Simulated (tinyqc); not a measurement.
Changing the backscatter ratio eta: electron-beam lithography: double-Gaussian proximity function, edge placement and dose correction for parallel lines. Computed by tinyqc, a small Python program. Command: `OMP_NUM_THREADS=1 python tinyqc.py 3113152 3113153 out.jsonl proximity sweep`. One thread of a shared host (Intel(R) Xeon(R) Processor @ 2.30GHz), about 0.01 s of CPU time with the checks.

Lines are infinitely long. Absorbed energy is counted so that the middle of a very large area written at dose 1 receives 1; the resist develops where it exceeds 1/2.

Inputs (values chosen for the exercise, of the order of those for 20 keV electrons in resist on silicon):

| quantity | value | unit |
|---|---|---|
| forward range alpha | 0.0091 | micrometre |
| backscatter range beta | 2.3 | micrometre |
| base dose D0 | 230 | microcoulomb/cm^2 |
| width of the test line | 0.11 | micrometre |
| pattern density around the test line | 0.28 | - |

line widths (micrometre): 0.32  0.37  0.032  1.4

gaps between the lines (micrometre): 0.43  0.7  0.1

Method:
- The first line starts at x = 0; each next one starts after the width and the gap.
- f(r) = [exp(-r^2/alpha^2)/alpha^2 + eta exp(-r^2/beta^2)/beta^2]/(pi (1 + eta)). A line from a to b at dose d gives E(x) = d [S(alpha) + eta S(beta)]/(1 + eta), S(s) = [erf((b - x)/s) - erf((a - x)/s)]/2.
- M_ij is the mean of E at the two edges of line i from line j at dose 1.
- Uncorrected edge energies are M 1. Solve M d = 1/2 for the doses d that put the mean edge energy of every line at the threshold.
- A test line of width w << beta in surroundings of density rho, all at dose d: near its edge E(x) = d [S + eta rho]/(1 + eta), S = [erf((b - x)/alpha) - erf((a - x)/alpha)]/2 for edges a and b, the second term being the background energy. Dose to size d_s = (1 + eta)/(erf(w/alpha) + 2 eta rho), dose = d_s D0; edge slope d [1 - exp(-w^2/alpha^2)]/(sqrt(pi) alpha (1 + eta)); width change per 1 % of dose = 2 x 0.01 x (1/2)/slope.

One run for each value:

| backscatter ratio eta | largest over smallest dose | dose to size d_s | width change per 1 % of dose (nm) |
|---|---|---|---|
| 0.1 | 1.031 | 1.042 | 0.1703 |
| 0.3 | 1.093 | 1.113 | 0.1884 |
| 0.5 | 1.156 | 1.172 | 0.2065 |
| 0.9 | 1.286 | 1.263 | 0.2426 |
| 1.1 | 1.353 | 1.300 | 0.2606 |
| 1.3 | 1.422 | 1.331 | 0.2787 |
| 1.5 | 1.494 | 1.359 | 0.2968 |
| 1.7 | 1.568 | 1.383 | 0.3148 |

Give the missing row, backscatter ratio eta = 0.7.

Computed row:
```
backscatter ratio eta  largest over smallest dose  dose to size d_s  width change per 1 % of dose (nm)
0.7                                         1.220             1.221                             0.2245
```

Interpolating between the two neighbouring rows (the first column on a logarithmic scale, the others too where they are positive) misses most in width change per 1 % of dose (nm), by 0.85 %. Over the rows, largest over smallest dose rises from 1.03 to 1.57 (exponent d ln y / d ln x 0.053 between the first rows and 0.39 between the last); dose to size d_s rises from 1.04 to 1.38 (exponent d ln y / d ln x 0.060 between the first rows and 0.14 between the last); width change per 1 % of dose (nm) rises from 0.170 to 0.315 (exponent d ln y / d ln x 0.092 between the first rows and 0.47 between the last).

Extremes, crossings and ranges named in words are read from the listed rows.
